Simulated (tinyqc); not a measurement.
Avalanche multiplication and breakdown of a junction from ionisation integrals: one step, computed by the program tinyqc. Command: `OMP_NUM_THREADS=1 python tinyqc.py 3014178 3014179 out.jsonl impact walk`. One thread of a shared host (Intel(R) Xeon(R) Processor @ 2.30GHz), about 0.01 s of CPU time with the checks.

Ionisation coefficients follow the local field. Position x runs through the depletion layer from the p side (x = 0), where electrons enter, to the n side (x = w), where holes enter. The built-in voltage is neglected.

Question. On-resistance of the drift layer. R_on = w/(e mu N) with w the width at breakdown; figure of merit V_B^2/R_on; for a triangular field it equals eps eps_0 mu F_m^3/4.

Inputs (values chosen for the exercise, modelled on GaAs): permittivity eps = 12.9; drift-layer mobility mu = 8600 cm^2/(V s); doping N of the lightly doped side = 3.7e+16 1/cm^3.

Junction: one-sided abrupt p+n.

width at breakdown = 0.9593702 micrometre

breakdown voltage = 23.88450 V

critical field F_m = 0.4979204 MV/cm

Constants: e = 1.602176634e-19 C; eps_0 = 8.8541878128e-12 F/m.

Give: specific on-resistance; V_B^2/R_on; eps eps_0 mu F_m^3/4.

Answer.

specific on-resistance = 0.0018818 milliohm cm^2

V_B^2/R_on = 303.15 MW/cm^2

eps eps_0 mu F_m^3/4 = 303.15 MW/cm^2
